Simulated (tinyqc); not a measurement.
Hueckel theory of the pi electrons with the omega technique, for the molecule C=Cc1ccccc[cH+]1 (SMILES; centres numbered as the heavy atoms are written), step by step. Computed by tinyqc, a small Python program that keeps every step. Settings: charge = 1, omega = 1.0, damping = 0.3. Command: `OMP_NUM_THREADS=1 python tinyqc.py 25454 25455 out.jsonl` (the two numbers bound the seeds that draw the settings). One thread of a shared host (Intel(R) Xeon(R) Processor @ 2.60GHz), about 0.01 s of CPU time with the checks.

## The Hueckel matrix

Centres:
```
centre,"z_r, pi electrons of the neutral centre",h
1C,1,0.00000
2C,1,0.00000
3C,1,0.00000
4C,1,0.00000
5C,1,0.00000
6C,1,0.00000
7C,1,0.00000
8C,1,0.00000
9C,1,0.00000
```

Bonds:
```
i,j,k
1,2,1
2,3,1
3,4,1
4,5,1
5,6,1
6,7,1
7,8,1
8,9,1
9,3,1
```

H_rr = alpha + h_r beta, H_rs = k_rs beta for bonded centres.

Hueckel matrix in units of beta (H = alpha + beta A):
```
,1C,2C,3C,4C,5C,6C,7C,8C,9C
1C,0.00000,1.00000,0.00000,0.00000,0.00000,0.00000,0.00000,0.00000,0.00000
2C,1.00000,0.00000,1.00000,0.00000,0.00000,0.00000,0.00000,0.00000,0.00000
3C,0.00000,1.00000,0.00000,1.00000,0.00000,0.00000,0.00000,0.00000,1.00000
4C,0.00000,0.00000,1.00000,0.00000,1.00000,0.00000,0.00000,0.00000,0.00000
5C,0.00000,0.00000,0.00000,1.00000,0.00000,1.00000,0.00000,0.00000,0.00000
6C,0.00000,0.00000,0.00000,0.00000,1.00000,0.00000,1.00000,0.00000,0.00000
7C,0.00000,0.00000,0.00000,0.00000,0.00000,1.00000,0.00000,1.00000,0.00000
8C,0.00000,0.00000,0.00000,0.00000,0.00000,0.00000,1.00000,0.00000,1.00000
9C,0.00000,0.00000,1.00000,0.00000,0.00000,0.00000,0.00000,1.00000,0.00000
```

## Orbitals, round 1

pi electrons, sum of z_r less the charge = 8

Diagonalise; E = alpha + x beta with beta < 0, so the largest x are filled first; degenerate levels share their electrons. P = sum n_i c_ri c_si; each orbital has its largest coefficient positive (the first on a tie).

x values: 2.12479  1.54060  1.24698  0.80717  -0.33793  -0.44504  -1.10195  -1.80194  -2.03268

occupations: 2.00000  2.00000  2.00000  2.00000  0.00000  0.00000  0.00000  0.00000  0.00000

coefficients:
```
,MO1,MO2,MO3,MO4,MO5,MO6,MO7,MO8,MO9
1C,0.14303,-0.27652,0.00000,0.59493,0.50067,0.00000,-0.51250,0.00000,0.18926
2C,0.30391,-0.42600,0.00000,0.48021,-0.16919,0.00000,0.56475,0.00000,-0.38470
3C,0.50272,-0.37978,0.00000,-0.20732,-0.44349,0.00000,-0.10982,0.00000,0.59272
4C,0.38213,-0.07954,0.41791,-0.32377,0.15953,0.52112,-0.22187,0.23192,-0.41006
5C,0.30923,0.25724,0.52112,-0.05402,0.38958,-0.23192,0.35431,-0.41791,0.24079
6C,0.27492,0.47584,0.23192,0.28017,-0.29118,-0.41791,-0.16856,0.52112,-0.07940
7C,0.27492,0.47584,-0.23192,0.28017,-0.29118,0.41791,-0.16856,-0.52112,-0.07940
8C,0.30923,0.25724,-0.52112,-0.05402,0.38958,0.23192,0.35431,0.41791,0.24079
9C,0.38213,-0.07954,-0.41791,-0.32377,0.15953,-0.52112,-0.22187,-0.23192,-0.41006
```

charge and bond-order matrix P:
```
,1C,2C,3C,4C,5C,6C,7C,8C,9C
1C,0.90171,0.89390,0.10716,-0.23194,-0.11808,0.14885,0.14885,-0.11808,-0.23194
2C,0.89390,1.00887,0.43002,-0.01092,-0.08309,0.03077,0.03077,-0.08309,-0.01092
3C,0.10716,0.43002,0.87987,0.57887,0.13793,-0.20117,-0.20117,0.13793,0.57887
4C,-0.23194,-0.01092,0.57887,0.86365,0.66595,0.14683,-0.24085,-0.20517,0.16507
5C,-0.11808,-0.08309,0.13793,0.66595,0.87256,0.62628,0.14284,-0.21371,-0.20517
6C,0.14885,0.03077,-0.20117,0.14683,0.62628,0.86857,0.65342,0.14284,-0.24085
7C,0.14885,0.03077,-0.20117,-0.24085,0.14284,0.65342,0.86857,0.62628,0.14683
8C,-0.11808,-0.08309,0.13793,-0.20517,-0.21371,0.14284,0.62628,0.87256,0.66595
9C,-0.23194,-0.01092,0.57887,0.16507,-0.20517,-0.24085,0.14683,0.66595,0.86365
```

## Omega technique, round 1

h_r = h_r(0) + omega q_r, omega = 1, with q_r = z_r - P_rr; 0.3 of the old diagonal is kept.

matrix after round 1:
```
,1C,2C,3C,4C,5C,6C,7C,8C,9C
1C,0.06880,1.00000,0.00000,0.00000,0.00000,0.00000,0.00000,0.00000,0.00000
2C,1.00000,-0.00621,1.00000,0.00000,0.00000,0.00000,0.00000,0.00000,0.00000
3C,0.00000,1.00000,0.08409,1.00000,0.00000,0.00000,0.00000,0.00000,1.00000
4C,0.00000,0.00000,1.00000,0.09544,1.00000,0.00000,0.00000,0.00000,0.00000
5C,0.00000,0.00000,0.00000,1.00000,0.08921,1.00000,0.00000,0.00000,0.00000
6C,0.00000,0.00000,0.00000,0.00000,1.00000,0.09200,1.00000,0.00000,0.00000
7C,0.00000,0.00000,0.00000,0.00000,0.00000,1.00000,0.09200,1.00000,0.00000
8C,0.00000,0.00000,0.00000,0.00000,0.00000,0.00000,1.00000,0.08921,1.00000
9C,0.00000,0.00000,1.00000,0.00000,0.00000,0.00000,0.00000,1.00000,0.09544
```

## Orbitals, round 2

As before.

x values: 2.20635  1.61216  1.33867  0.86805  -0.25653  -0.35147  -1.04782  -1.71054  -1.95886

occupations: 2.00000  2.00000  2.00000  2.00000  0.00000  0.00000  0.00000  0.00000  0.00000

coefficients:
```
,MO1,MO2,MO3,MO4,MO5,MO6,MO7,MO8,MO9
1C,0.13314,-0.26659,0.00000,0.61156,0.48981,0.00000,-0.50717,0.00000,0.20015
2C,0.28458,-0.41144,0.00000,0.48879,-0.15935,0.00000,0.56632,0.00000,-0.40584
3C,0.49653,-0.39927,0.00000,-0.18424,-0.44992,0.00000,-0.08271,0.00000,0.59231
4C,0.38458,-0.09934,0.41872,-0.31661,0.15630,0.52063,-0.23635,0.23155,-0.40211
5C,0.31530,0.24861,0.52056,-0.06038,0.39490,-0.23268,0.35292,-0.41818,0.23375
6C,0.28294,0.47795,0.23170,0.26959,-0.29284,-0.41809,-0.16493,0.52107,-0.07662
7C,0.28294,0.47795,-0.23170,0.26959,-0.29284,0.41809,-0.16493,-0.52107,-0.07662
8C,0.31530,0.24861,-0.52056,-0.06038,0.39490,0.23268,0.35292,0.41818,0.23375
9C,0.38458,-0.09934,-0.41872,-0.31661,0.15630,-0.52063,-0.23635,-0.23155,-0.40211
```

charge and bond-order matrix P:
```
,1C,2C,3C,4C,5C,6C,7C,8C,9C
1C,0.92561,0.89300,0.11975,-0.23189,-0.12245,0.15025,0.15025,-0.12245,-0.23189
2C,0.89300,0.97837,0.43106,-0.00888,-0.08414,0.03129,0.03129,-0.08414,-0.00888
3C,0.11975,0.43106,0.87980,0.57790,0.13683,-0.20003,-0.20003,0.13683,0.57790
4C,-0.23189,-0.00888,0.57790,0.86668,0.66730,0.14600,-0.24207,-0.20458,0.16538
5C,-0.12245,-0.08414,0.13683,0.66730,0.87170,0.62475,0.14228,-0.21225,-0.20458
6C,0.15025,0.03129,-0.20003,0.14600,0.62475,0.86972,0.65497,0.14228,-0.24207
7C,0.15025,0.03129,-0.20003,-0.24207,0.14228,0.65497,0.86972,0.62475,0.14600
8C,-0.12245,-0.08414,0.13683,-0.20458,-0.21225,0.14228,0.62475,0.87170,0.66730
9C,-0.23189,-0.00888,0.57790,0.16538,-0.20458,-0.24207,0.14600,0.66730,0.86668
```

## Omega technique, round 2

As before.

matrix after round 2:
```
,1C,2C,3C,4C,5C,6C,7C,8C,9C
1C,0.07271,1.00000,0.00000,0.00000,0.00000,0.00000,0.00000,0.00000,0.00000
2C,1.00000,0.01328,1.00000,0.00000,0.00000,0.00000,0.00000,0.00000,0.00000
3C,0.00000,1.00000,0.10937,1.00000,0.00000,0.00000,0.00000,0.00000,1.00000
4C,0.00000,0.00000,1.00000,0.12195,1.00000,0.00000,0.00000,0.00000,0.00000
5C,0.00000,0.00000,0.00000,1.00000,0.11657,1.00000,0.00000,0.00000,0.00000
6C,0.00000,0.00000,0.00000,0.00000,1.00000,0.11880,1.00000,0.00000,0.00000
7C,0.00000,0.00000,0.00000,0.00000,0.00000,1.00000,0.11880,1.00000,0.00000
8C,0.00000,0.00000,0.00000,0.00000,0.00000,0.00000,1.00000,0.11657,1.00000
9C,0.00000,0.00000,1.00000,0.00000,0.00000,0.00000,0.00000,1.00000,0.12195
```

## Convergence

Each round sets h_r = h_r(0) + omega (z_r - P_rr), keeping the share named as damping of the old diagonal; repeat until output and input diagonals agree to 1e-6.

Rounds:
```
round,sum n x,largest |h(out) - h(in)|
1,11.43908,1.36e-01
2,12.05045,3.91e-02
3,12.23573,1.30e-02
4,12.29124,3.76e-03
5,12.30801,1.50e-03
6,12.31302,4.30e-04
7,12.31454,1.68e-04
8,12.31499,4.76e-05
9,12.31512,1.88e-05
10,12.31516,5.30e-06
11,12.31518,2.17e-06
12,12.31518,6.04e-07
```

Converged in 12 rounds.

## Energy, charges, bond orders

final x values: 2.24202  1.64566  1.37630  0.89361  -0.22492  -0.31427  -1.02042  -1.67292  -1.92506

occupations: 2.00000  2.00000  2.00000  2.00000  0.00000  0.00000  0.00000  0.00000  0.00000

final P:
```
,1C,2C,3C,4C,5C,6C,7C,8C,9C
1C,0.91661,0.89142,0.12365,-0.23142,-0.12384,0.15057,0.15057,-0.12384,-0.23142
2C,0.89142,0.98198,0.43315,-0.01151,-0.08630,0.03366,0.03366,-0.08630,-0.01151
3C,0.12365,0.43315,0.87964,0.57695,0.13655,-0.19946,-0.19946,0.13655,0.57695
4C,-0.23142,-0.01151,0.57695,0.86768,0.66825,0.14480,-0.24318,-0.20349,0.16692
5C,-0.12384,-0.08630,0.13655,0.66825,0.87263,0.62411,0.14147,-0.21180,-0.20349
6C,0.15057,0.03366,-0.19946,0.14480,0.62411,0.87058,0.65577,0.14147,-0.24318
7C,0.15057,0.03366,-0.19946,-0.24318,0.14147,0.65577,0.87058,0.62411,0.14480
8C,-0.12384,-0.08630,0.13655,-0.20349,-0.21180,0.14147,0.62411,0.87263,0.66825
9C,-0.23142,-0.01151,0.57695,0.16692,-0.20349,-0.24318,0.14480,0.66825,0.86768
```

E = sum n x; q_r = z_r - P_rr; bond order p = P_rs; free valence = sqrt(3) - sum of p over the bonds of the atom.

pi energy = 8 alpha + this times beta = 12.31518

pi charges: 1C 0.08339, 2C 0.01802, 3C 0.12036, 4C 0.13232, 5C 0.12737, 6C 0.12942, 7C 0.12942, 8C 0.12737, 9C 0.13232

Bond orders and lengths from R = 1.517 - 0.180 p (angstrom, C-C alone):
```
bond,p,R
1-2,0.89142,1.35654
2-3,0.43315,1.43903
3-4,0.57695,1.41315
4-5,0.66825,1.39672
5-6,0.62411,1.40466
6-7,0.65577,1.39896
7-8,0.62411,1.40466
8-9,0.66825,1.39672
9-3,0.57695,1.41315
```

free valence of the carbons: 1C 0.84063, 2C 0.40748, 3C 0.14500, 4C 0.48685, 5C 0.43970, 6C 0.45217, 7C 0.45217, 8C 0.43970, 9C 0.48685

gap between the highest filled and the next level = 1.11853 |beta|
